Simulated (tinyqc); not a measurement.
# From growth rate G back to silane pressure p_S

Model: microkinetic model of low-temperature epitaxy from hydride gases: adsorption, hydrogen desorption and rate control. Computed by tinyqc, a small Python program. Command: `OMP_NUM_THREADS=1 python tinyqc.py 3000096 3000097 out.jsonl hepi inv`. One thread of a shared host (Intel(R) Xeon(R) Processor @ 2.30GHz), about 0.04 s of CPU time with the checks.

Each hydride molecule needs two free sites and leaves four hydrogen atoms, of which two leave at once as H2; theta is the hydrogen coverage, the site density is 6.78 per nm^2 and one layer is 1.358 angstrom thick.

Inputs (values chosen for the exercise, close to those used for silane on Si(001)):

| quantity | value | unit |
|---|---|---|
| sticking prefactor of silane s0 | 0.075 | - |
| adsorption barrier E_s | 0.31 | eV |
| desorption prefactor nu_d | 5.6e+11 | 1/s |
| desorption energy on silicon E_d | 2.15 | eV |
| hydrogen carrier pressure p_H | 2000 | Pa |
| sticking of hydrogen s_H | 1.8e-08 | - |
| temperature T | 700 | C |

Film: silicon. Order of hydrogen desorption: first.

Constants: k_B = 8.617333262e-05 eV/K; u = 1.6605390666e-27 kg; k_B = 1.380649e-23 J/K.

Method:
- Flux per site F = p/(sqrt(2 pi M k_B T) x 6.78e18 per m^2), M = 32.12 u (silane), 2.016 u (hydrogen); s = s0 exp(-E_s/(k_B T)); k_S = s F_S = k; k_H = s_H F_H; k_d = nu_d exp(-E_d/(k_B T)).
- Temperatures in kelvin are T(C) + 273.15.
- With k the hydride and k_H the hydrogen adsorption rate on free pairs and k_d the desorption rate, steady state: 2 (k + k_H)(1 - theta)^2 = k_d theta; growth rate R = k (1 - theta)^2 layers/s; 1 layer/s = 8.148 nm/min.
- With c = 2 (k + k_H)/k_d the free share is 1 - theta = 2/(1 + sqrt(1 + 4c)).

Problem. A run gave the result below. Find the silane pressure p_S, known to lie between 0.16 and 0.34 Pa.

growth rate G = 3.933658 nm/min

Solution.

Each step takes the trial c = (a f_b - b f_a)/(f_b - f_a), f being the result less the target and a, b, c the logarithms of the listed values; c replaces end b, the old b replaces a if the sign of f changed, and otherwise f_a is halved.

Scan of the range:

| silane pressure p_S (Pa) | growth rate G (nm/min) |
|---|---|
| 0.160 | 2.92591 |
| 0.181 | 3.19414 |
| 0.206 | 3.49149 |
| 0.233 | 3.78903 |
| 0.264 | 4.10432 |
| 0.300 | 4.43998 |
| 0.340 | 4.78005 |

False position (Illinois rule, in the logarithm of the input) inside the bracket:

| step | end a | end b | trial | growth rate G (nm/min) |
|---|---|---|---|---|
| 1 | 0.233000 | 0.264000 | 0.246740 | 3.93203 |
| 2 | 0.264000 | 0.246740 | 0.246898 | 3.93364 |
| 3 | 0.264000 | 0.246898 | 0.246902 | 3.93368 |
| 4 | 0.246898 | 0.246902 | 0.246900 | 3.93366 |

Growth rate G rises at every point of a 13-point scan of the range (every second point is shown), so one value fits; it is bracketed by 0.233 and 0.264. Answer: silane pressure p_S = 0.2469 Pa.
